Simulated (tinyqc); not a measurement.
## Probe couplings from its potential

Question. One voltage probe p sits between leads L (mu = 1) and R (mu = 0) without magnetic field: mu_p = T_pL/(T_pL + T_pR), T_eff = T_RL + T_pL T_pR/(T_pL + T_pR). Find T_pL and T_pR.

T_RL = 0.42
mu_p = 0.81818182
T_eff = 0.48545455

Answer. T_eff - T_RL equals T_pL (1 - mu_p) and also T_pR mu_p.

T_pL = 0.360
T_pR = 0.0800

Numbers from tinyqc (`OMP_NUM_THREADS=1 python tinyqc.py 2700103 2700104 out.jsonl`; about 0.01 s on one thread of a shared Intel Xeon 2.30GHz).
